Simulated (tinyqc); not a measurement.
What each parameter does: polytypes by hexagonality, and a cubic inclusion as a quantum well.

Gap: E3 + (E2 - E3) h. Valence top Ev2 h and polarisation P2 h, both counted from 3C; Ec = Ev + gap.

A cubic inclusion of width L = N d in the host (h = 1) is a well of depth V = Ec(host) - Ec(3C). Square well with mass mismatch: k tan(k L/2) = (m_w/m_b) q, k = sqrt(m_w E/c), q = sqrt(m_b (V - E)/c), c = hbar^2/2m0, lowest root. The depth of the level, V - E, is its binding, and the transition to the valence top of the host is gap(host) - (V - E). The step in polarisation gives a field |F| = |P|/(eps eps0) in a thin inclusion, eps0 = 8.8541878e-12 F/m.

Constants: hbar^2/2m0 = 3.80998211 eV angstrom^2.

Parameters, chosen for this exercise (of the order of those of InAs; not measured data): E3 = 0.418 eV (gap of the cubic polytype); E2 = 0.456 eV (gap of 2H); Ev2 = 0.041 eV (valence top of 2H above that of 3C); P2 = 0.002 C/m^2 (spontaneous polarisation of 2H); m = (0.026, 0.026) m0 (electron mass along c in the cubic layer and in the host); d = 3.504 angstrom (thickness of a double layer); eps = 14.6 (dielectric constant); N = 15 (double layers in the cubic inclusion).

Well depth, depth of the level, transition without the field and field.

Results for these values:
```
case  V (eV)  depth (eV)  transition (eV)  |F| (MV/cm)
base  0.0790      0.0200           0.4360        0.155
```

What happens to each result for P2 = 0.0026 C/m^2, all else kept?

Answer: V does not change at the printed digits; depth does not change at the printed digits; transition does not change at the printed digits; |F| rises from 0.155 to 0.201.

The same for each parameter in turn:
```
case                   V (eV)  depth (eV)  transition (eV)  |F| (MV/cm)
base                   0.0790      0.0200           0.4360        0.155
N = 16                 0.0790      0.0218           0.4342        0.155
Ev2 = 0.071 eV         0.1090      0.0341           0.4219        0.155
E3 = 0.398 eV          0.0990      0.0292           0.4268        0.155
E2 = 0.486 eV          0.1090      0.0341           0.4519        0.155
P2 = 0.0026 C/m^2      0.0790      0.0200           0.4360        0.201
eps = 15.6             0.0790      0.0200           0.4360        0.145
m = (0.031, 0.026) m0  0.0790      0.0205           0.4355        0.155
```

Program tinyqc; command `OMP_NUM_THREADS=1 python tinyqc.py 1850093 1850094 out.jsonl`; about 0.08 s on one thread of a shared Intel(R) Xeon(R) Processor @ 2.30GHz.
